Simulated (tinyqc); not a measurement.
Finite-size error of a charged defect in a periodic cell: Madelung and Makov-Payne terms: one step, computed by the program tinyqc.

L is the cube root of the cell volume. The defect charge is a Gaussian, rho(r) = q (2 pi sigma^2)^(-3/2) exp(-r^2/2 sigma^2), repeated periodically in a uniform neutralising background and screened by a continuum. The model cell energy is E(L) = E_0 + [periodic - isolated electrostatic energy].

Task: Madelung energy. Ewald sum for a unit point charge: scale each Cartesian component of the cell by 1/sqrt(eps_i), giving R', G' and V'; E = [ (1/2) sum erfc(eta R')/R' + (2 pi/V') sum exp(-G'^2/4 eta^2)/G'^2 - eta/sqrt(pi) - pi/(2 V' eta^2) ] e^2/(4 pi eps_0) / sqrt(eps_x eps_y eps_z), over n_i = -6..6, omitting n = (0,0,0), eta = 2/V'^(1/3). alpha = -2 E eps_g L/(e^2/(4 pi eps_0)), eps_g = (eps_x eps_y eps_z)^(1/3).

Inputs (values chosen for the exercise, with screening close to that of GaAs): charge q = -1 e; cell length L = 10.9 angstrom; dielectric constant eps = 12.8.

Supercell lattice: tetragonal. Screening: isotropic.

cell vectors (rows) (angstrom):
```
         1        2         3
1  9.22427  0.00000   0.00000
2  0.00000  9.22427   0.00000
3  0.00000  0.00000  15.22004
```

Constants: e^2/(4 pi eps_0) = 14.39964548 eV angstrom.

Give: terms for a unit charge; Madelung constant alpha; point-charge correction -q^2 E.

Result:

terms for a unit charge (eV): real space 0.00420, reciprocal 0.02033, self -0.11646, background -0.04053

Madelung constant alpha = 2.5667

point-charge correction -q^2 E = 0.13245 eV

Cubic cells have alpha = 2.837 (sc) to 2.888 (fcc, bcc); this cell, as seen through the screening, is so far from compact that alpha drops well below.
